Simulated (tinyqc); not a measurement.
What each parameter does: two-band k.p model of the X valleys of a zinc-blende crystal.

k along the valley axis, counted from X, c = hbar^2/2m0, e = c k^2/ml. H = [[e - D/2, i P k], [-i P k, e + D/2]] with P^2 = D0 c/ml, so E = e -/+ sqrt(D^2/4 + D0 e). For D = 0 (diamond lattice) the bands cross at X.

With x = D/D0: for x < 1 the minima lie at k_m = sqrt(ml D0 (1 - x^2)/(4 c)), the hump at X has the height dE = (D0/4)(1 - x)^2 and the mass at the minimum is ml/(1 - x^2); the mass at X is ml/(1 - 1/x), negative for x < 1. For x > 1 the minimum is at X.

Thermal masses along the axis for one X point, lower band, E from the minimum, on 1601 points from -0.8 to 0.8 1/angstrom: density-of-states mass m_d = c I^2/(pi kT), I = integral of exp(-E/kT) dk; conductivity mass m_c = 2 c kT/<(dE/dk)^2> with central differences.

Constants: hbar^2/2m0 = 3.80998211 eV angstrom^2; kB = 8.617333262e-05 eV/K.

Values chosen for the exercise (of the order of those of AlAs; the results hold for these values, not for the real material):
- D = 0.388 eV (splitting of the two conduction levels at X)
- D0 = 0.136 eV (coupling energy)
- ml = 0.594 m0 (mass along the axis from remote bands)
- T = 50 K (temperature)

Shape of the lower band and thermal masses. Each row changes one parameter from the base and keeps the others.

Results:

| case | k_m (1/angstrom) | dE (meV) | m_d (m0) | m_c (m0) |
|---|---|---|---|---|
| base | 0.0000 | 0.000 | 0.910 | 0.906 |
| D = 0.3764 eV | 0.0000 | 0.000 | 0.925 | 0.920 |
| D0 = 0.1319 eV | 0.0000 | 0.000 | 0.896 | 0.892 |
| ml = 0.6118 m0 | 0.0000 | 0.000 | 0.938 | 0.933 |
| T = 48.5 K | 0.0000 | 0.000 | 0.910 | 0.906 |

The largest shifts from the base row, up to three for each result and ties (the steps differ in size, so this ranks the rows, not the parameters). k_m (1/angstrom): unchanged at the printed digits by D, D0, ml and T. dE (meV): unchanged at the printed digits by D, D0, ml and T. m_d (m0): ml +0.027, D +0.015, D0 -0.014; unchanged at the printed digits by T. m_c (m0): ml +0.027, D +0.014, D0 -0.014; unchanged at the printed digits by T.

Computed by tinyqc, a small Python program: `OMP_NUM_THREADS=1 python tinyqc.py 1850085 1850086 out.jsonl` (the numbers bound the seed that draws the inputs); one thread of a shared host (Intel(R) Xeon(R) Processor @ 2.30GHz), about 0.01 s for the whole set of steps.
